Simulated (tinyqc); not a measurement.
What each parameter does: coherent potential approximation for a binary alloy with a semi-elliptic band.

Site levels eA = -x d (share 1 - x) and eB = (1 - x) d (share x), so that their mean, the virtual crystal, is 0. Pure band: G0(z) = 2 (z - sqrt(z - W) sqrt(z + W))/W^2 with principal roots, density -Im G/pi per site. The medium has a self-energy S(z), G = G0(z - S), z = E + i eta. t_i = (e_i - S)/(1 - (e_i - S) G); the CPA demands <t> = (1 - x) tA + x tB = 0. Iteration: start at S = 0, set S(new) = S + <t>/(1 + <t> G), stop when |<t>| < 1e-9 eV.

Inputs chosen for the exercise: W = 1.2 eV (half width of the pure band); x = 0.44 (fraction of B); d = 0.37 eV (eB - eA); eta = 0.024 eV (broadening); E = -0.09 eV (energy).

Converged values at E.

Results for these values:

| case | Re S (eV) | Im S (eV) | density (1/eV) |
|---|---|---|---|
| base | -0.0093 | -0.0562 | 0.4950 |

What happens to each result for d = 0.407 eV, all else kept?

Answer: Re S falls from -0.0093 to -0.0122; Im S falls from -0.0562 to -0.0684; density falls from 0.4950 to 0.4901.

The same for each parameter in turn:

| case | Re S (eV) | Im S (eV) | density (1/eV) |
|---|---|---|---|
| base | -0.0093 | -0.0562 | 0.4950 |
| W = 1.32 eV | -0.0076 | -0.0511 | 0.4547 |
| x = 0.49 | -0.0058 | -0.0581 | 0.4942 |
| d = 0.407 eV | -0.0122 | -0.0684 | 0.4901 |
| eta = 0.048 eV | -0.0090 | -0.0550 | 0.4857 |
| E = 0.03 eV | -0.0029 | -0.0576 | 0.4955 |

tinyqc: `OMP_NUM_THREADS=1 python tinyqc.py 1481199 1481200 out.jsonl`; about 0.01 s, one thread, shared Intel(R) Xeon(R) Processor @ 2.30GHz.
